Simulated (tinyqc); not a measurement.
Worked calculation: anisotropic elasticity and sound waves of a cubic crystal. Computed by tinyqc, a small Python program that keeps every step. Command: `OMP_NUM_THREADS=1 python tinyqc.py 3003564 3003565 out.jsonl cubicelastic walk`. One thread of a shared host (Intel(R) Xeon(R) Processor @ 2.30GHz), about 0.01 s of CPU time with the checks. Intermediate numbers are printed to about 6 digits and carried at full precision; extremes and crossings named in words are read from the listed rows.

Voigt order 1..6 = xx, yy, zz, yz, xz, xy, with engineering shear strains. The rotated frame has x' as named, z' along the wafer normal and y' = z' x x'.

Inputs (values chosen for the exercise, modelled on magnesium oxide):
```
quantity                                value    unit
C11                                     297.4     GPa
C12                                     93.41     GPa
C44                                     157.7     GPa
density rho                             3.602  g/cm^3
expansion coefficient of the film          11   ppm/K
expansion coefficient of the substrate    4.2   ppm/K
cooling Delta T                           500       K
```

Frame: (001) wafer, x' along [210].

wave normal (not normalised): 2  4.5  1.2

## Compliances and anisotropy

S11 = (C11 + C12)/D, S12 = -C12/D, D = (C11 - C12)(C11 + 2 C12), S44 = 1/C44. Zener ratio A = 2 C44/(C11 - C12); S0 = S11 - S12 - S44/2; H = 2 C44 + C12 - C11.

S11 = 3.95653 1/TPa

S12 = -0.945675 1/TPa

S44 = 6.34115 1/TPa

Zener ratio A = 1.54615

S0 = 1.73162 1/TPa

H = 111.41 GPa

## Stiffness in the rotated frame

direction cosines a (rows x', y', z' in the cube axes):
```
           x        y        z
x'   0.89443  0.44721  0.00000
y'  -0.44721  0.89443  0.00000
z'   0.00000  0.00000  1.00000
```

C'_ijkl = C12 delta_ij delta_kl + C44 (delta_ik delta_jl + delta_il delta_jk) - H sum_m a_im a_jm a_km a_lm.

C' (GPa), lower triangle (symmetric):
```
          1         2         3         4         5         6
1  333.0512
2   57.7588  333.0512
3   93.4100   93.4100  297.4000
4    0.0000    0.0000    0.0000  157.7000
5    0.0000    0.0000    0.0000    0.0000  157.7000
6   26.7384  -26.7384    0.0000    0.0000    0.0000  122.0488
```

Normal stress couples to shear strain in this frame.

## Moduli along the axes of the frame

Invert C' to S'. E along x' = 1/S'11, along y' = 1/S'22; Poisson ratios nu(x'y') = -S'12/S'11 and nu(x'z') = -S'13/S'11; in-plane shear modulus 1/S'66.

E along x' = 293.910 GPa

E along y' = 293.910 GPa

nu(x'y') = 0.115082

nu(x'z') = 0.277943

in-plane shear modulus = 116.855 GPa

E is the same along x' and y'.

## Thermal stress in a film with this orientation

On cooling, a thick substrate imposes eps_1 = eps_2 = (alpha_film - alpha_substrate) Delta T and eps_6 = 0; the free surface sets sigma_3 = sigma_4 = sigma_5 = 0, which fixes eps_3, eps_4, eps_5. Biaxial modulus M = (sigma_1 + sigma_2)/(2 eps); energy density M eps^2. Elastic response and constant coefficients are assumed.

in-plane strain = 3.4 per mille

elastic strain along the normal = -2.13580 per mille

stress along x' = 1129.25 MPa

stress along y' = 1129.25 MPa

biaxial modulus M = 332.132 GPa

energy density = 3.83945 MJ/m^3

The film ends in tension. Caution: the thermal stress of this film exceeds 200 MPa, which can relax by slip, cracking or buckling in a real film.

## Sound waves along the wave normal

In the cube axes, with unit normal n: G_ij = (C12 + C44) n_i n_j + (C44 - H n_i^2) delta_ij, eigenvalues rho v^2, eigenvectors u (columns, largest component positive). Group velocity V_i = [(C12 + C44)(u.n) u_i + C44 n_i - H u_i^2 n_i]/(rho v); its angle to n has cosine v/|V|.

Christoffel matrix (GPa):
```
         x        y        z
x  179.452   87.972   23.459
y   87.972  267.818   52.783
z   23.459   52.783  165.531
```

phase velocities (m/s): 5841.25  6433.74  9727.00

polarisations:
```
        slow       fast  longitudinal
x   0.770829  -0.407785      0.489421
y  -0.570891  -0.101281      0.814755
z   0.282676   0.907443      0.310871
```

group speeds (m/s): 6186.07  6553.37  9858.31

angles between V and n (degree): 19.2205  10.9644  9.3619

Energy flows off the wave normal by up to 19.2 degrees, for the slow transverse wave.

## Polycrystal bounds against single-crystal directions

B = (C11 + 2 C12)/3; Voigt G = (C11 - C12 + 3 C44)/5; Reuss G = 5/(4 (S11 - S12) + 3 S44); Hill is their mean; E = 9BG/(3B + G), nu = (3B - 2G)/(6B + 2G). Along <hkl>, with g = 0, 1/4, 1/3: 1/E = S11 - 2 S0 g; for a film with that normal C33 = C11 + 2 H g and M = [6B - (3B - C33) - (3B - C33)^2/C33]/2.

bulk modulus B = 161.407 GPa

Averages:
```
average  G (GPa)  E (GPa)        nu
Voigt    135.418  317.470  0.172184
Reuss    129.425  306.384  0.183631
Hill     132.422  311.954  0.177880
```

Directions:
```
direction  E (GPa)  biaxial modulus M (GPa)
<100>      252.747                  332.132
<110>      323.550                  394.320
<111>      356.874                  410.906
```

The bounds on G differ by 4.6 %, while E varies by a factor 1.41 with direction; with A above 1 the stiffest axis is <111>. Under a fixed mismatch strain, grains with a <100> normal store the least energy.

Checks made by the program: E along x' against 1/E = S11 - 2 S0 (l^2 m^2 + m^2 n^2 + n^2 l^2) (relative difference below 1e-10); closed form of M against the matrix solution (relative difference below 1e-10).
